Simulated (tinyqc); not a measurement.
# Lifetime from the low-frequency admittance

Inverse problem. At low frequency a p+-n diode with a base of width wb has C_diff/G = (tau/2)(1 - 2 x/sinh 2x), x = wb/sqrt(Dp tau). Find tau, x and the limit of C_diff/G for infinite lifetime, wb^2/(3 Dp).

Parameters, values chosen for the exercise: hole diffusion coefficient Dp = 7.5 cm^2/s; width of the neutral base wb = 4.9 um.

G = 0.53185706 S/cm^2
C_diff = 0.0040942995 uF/cm^2

Answer. The ratio rises steadily with tau from tau/2 (long base) towards wb^2/(3 Dp) (short base), so one lifetime matches as long as the ratio is below that limit.

tau = 4.000e-8 s
x = 0.8946
limit of C_diff/G = 1.067e-8 s

Program tinyqc, `OMP_NUM_THREADS=1 python tinyqc.py 2890104 2890105 out.jsonl`; Intel Xeon 2.30GHz, shared host, one thread, about 0.01 s.
